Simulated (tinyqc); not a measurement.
From results to parameters: diatomic chain. Computed by the program tinyqc.

Problem. A chain of two alternating masses has one spring constant k; at the zone edge omega^2 = 2k/M and 2k/m, and wavenumber = 521.4708 sqrt(omega^2) with omega^2 in eV/(angstrom^2 u). Find k, the heavier mass and the optical wavenumber at q = 0.

wavenumbers at the zone edge (cm^-1): 255.130335  609.748927
lighter mass = 17.700000 u

Solution. The upper value gives k = m omega^2/2, the ratio of the squares gives M/m, and at q = 0 omega^2 = 2k (1/m + 1/M), the sum of the two.

k = 12.1000 eV/angstrom^2
heavier mass = 101.1000 u
optical wavenumber at q = 0 = 660.9730 cm^-1
